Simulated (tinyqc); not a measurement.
Cell and bit-line capacitance from two signals.

Question. In a DRAM a freshly written one gives the bit-line signal (Vd/2) Cs/(Cs + Cb). Find Cs and Cb.

Values chosen for this exercise:
- Vd = 1.2 V (array voltage)

signal of a fresh one without and with 10 fF added to the bit line (mV): 82.758621  76.190476

Solution. (Vd/2)/signal = 1 + Cb/Cs, and the added capacitance raises it by its ratio to Cs.

Cs = 16.0 fF
Cb = 100 fF

Program tinyqc, `OMP_NUM_THREADS=1 python tinyqc.py 2130124 2130125 out.jsonl`; Intel Xeon 2.30GHz, shared host, one thread, about 0.01 s.
